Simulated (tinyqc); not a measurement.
Gain for each load and current direction: deformation-potential model of the L valleys of a conduction band.

Valleys with axes along [111], [1-1-1], [-11-1] and [-1-11], one whole valley each. Herring-Vogt shift of a valley with unit axis a: dE = Xd tr(e) + Xu a.e.a. Non-degenerate shares n_i = exp(-dE_i/kT)/sum_j exp(-dE_j/kT). Inverse mass tensor of a valley: (1 - a a)/mt + a a/ml; the masses are taken as independent of strain.

s11 = (C11 + C12)/((C11 - C12)(C11 + 2 C12)), s12 = -C12/((C11 - C12)(C11 + 2 C12)), s44 = 1/C44; exx = s11 sxx + s12 (syy + szz) and cyclic, exy = s44 sxy/2; tension is positive. A uniaxial stress X along the unit vector n is s_ij = X n_i n_j.

Constants: kB = 8.617333262e-05 eV/K.

Inputs chosen for the exercise (near those of Ge; the results hold for these values, not for the real material):
- ml = 1.631 m0 (longitudinal mass)
- mt = 0.084 m0 (transverse mass)
- Xd = -6.73 eV (dilation potential)
- Xu = 15.61 eV (uniaxial potential)
- C11 = 124.1 GPa
- C12 = 47.5 GPa
- C44 = 66.2 GPa
- X1 = 0.7 GPa (size of the stress)
- T = 300 K (temperature)

Each load has the size X1. Gain m_c(0)/m_c - 1 in per cent from repopulation alone, m_c = 1/(u.M.u), M = sum_i n_i (inverse mass tensor); biaxial means sxx = syy.

Gain (%); + is tension, - compression:

| load | [100] | [010] | [001] | [110] | [1-10] | [111] |
|---|---|---|---|---|---|---|
| uniaxial [110] (+) | 0.0 | 0.0 | 0.0 | 36.4 | -36.4 | 24.3 |
| uniaxial [110] (-) | 0.0 | 0.0 | 0.0 | -36.4 | 36.4 | -24.3 |
| uniaxial [100] (+) | 0.0 | 0.0 | 0.0 | 0.0 | 0.0 | 0.0 |
| uniaxial [100] (-) | 0.0 | 0.0 | 0.0 | 0.0 | 0.0 | 0.0 |
| uniaxial [111] (+) | 0.0 | 0.0 | 0.0 | 14.2 | -14.2 | 28.5 |
| uniaxial [111] (-) | 0.0 | 0.0 | 0.0 | -37.0 | 37.0 | -74.0 |
| biaxial (001) (+) | 0.0 | 0.0 | 0.0 | 0.0 | 0.0 | 0.0 |
| biaxial (001) (-) | 0.0 | 0.0 | 0.0 | 0.0 | 0.0 | 0.0 |

The largest gain is +37.0 %, for uniaxial [111] (-) with the current along [1-10]; for a [110] channel it is +36.4 %, under uniaxial [110] (+). No gain or loss appears under biaxial (001) and uniaxial [100]: the valleys stay equivalent.

Computed by tinyqc, a small Python program: `OMP_NUM_THREADS=1 python tinyqc.py 1050716 1050717 out.jsonl` (the numbers bound the seed that draws the inputs); one thread of a shared host (Intel(R) Xeon(R) Processor @ 2.30GHz), about 0.04 s for the whole set of steps.
